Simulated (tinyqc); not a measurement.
Floating body of a partially depleted SOI transistor: body voltage and kink: one step of the calculation.

Source at 0 V. Channel current Ic = 2 nf K Vt^2 [F(0) - F(Vd)](1 + la Vd), F(V) = ln^2(1 + exp((Vg - VT - nf V)/(2 nf Vt))), VT = VT0 - gb Vb. Saturation voltage Vs = 2 Vt sqrt(F(0)) + 3 Vt, excess Ve = (Vd - Vs + sqrt((Vd - Vs)^2 + 0.0004 V^2))/2, multiplication M1 = Ai Ve exp(-Bl/Ve). Each junction passes D(v) = J1 (exp(v/Vt) - 1) + J2 (exp(v/(2 Vt)) - 1). Bipolar current Ib = bb J1 (exp(Vb/Vt) - 1). The body settles where M1 (Ic + Ib) = D(Vb) + D(Vb - Vd) + Vb/Rb; drain current Id = (1 + M1)(Ic + Ib) - D(Vb - Vd).

Question. New Vb. Current into the body I_in = M1 (Ic + Ib) - D(Vb - Vd), current out I_out = D(Vb) + Vb/Rb; f = ln(I_in/I_out), s = df/dVb by central differences over 1e-5 V, Vb(new) = Vb - f/s.

Inputs (values chosen for the exercise); values of the order met in partially depleted silicon-on-insulator transistors: temperature T = 398 K; threshold at zero body voltage VT0 = 0.33 V; fall of the threshold per volt of body voltage gb = 0.28; slope factor nf = 1.43; gain factor per width K = 160 uA/(V^2 um); channel-length modulation factor la = 0.06 1/V; impact-ionisation prefactor Ai = 3.06 1/V; impact-ionisation voltage Bl = 7.9 V; diffusion saturation current of each junction J1 = 5.3e-9 uA/um; recombination saturation current of each junction J2 = 8.2e-8 uA/um; gain of the lateral bipolar transistor on the diffusion current bb = 1; resistance of a weak body tie to the source (1e9 stands for no tie, and the term is then dropped) Rb = 20000 kohm um; gate voltage Vg = 0.31 V; drain voltage Vd = 2.3 V.

Constants: q = 1.602176634e-19 C, kB = 1.380649e-23 J/K, Vt = kB T/q. Results are converted to the units shown.

Vb after iteration 1 = 0.52169269 V

Wanted: Ic; Ve; M1; I_in; I_out; f; s; Vb after iteration 2.

Answer.

Ic = 1.4329 uA/um
Ve = 2.0922 V
M1 = 0.14672
I_in = 0.21338 uA/um
I_out = 0.047646 uA/um
f = 1.4993
s = -11.234 1/V
Vb after iteration 2 = 0.65516 V

Range of the model: The multiplication law is an empirical form chosen for the exercise; self-heating and capacitive coupling to the body are left out, and the linear laws are rough once Vb passes about 0.7 V or M1 about 0.1.

Numbers from tinyqc (`OMP_NUM_THREADS=1 python tinyqc.py 2182004 2182005 out.jsonl`; about 0.3 s on one thread of a shared Intel Xeon 2.30GHz).
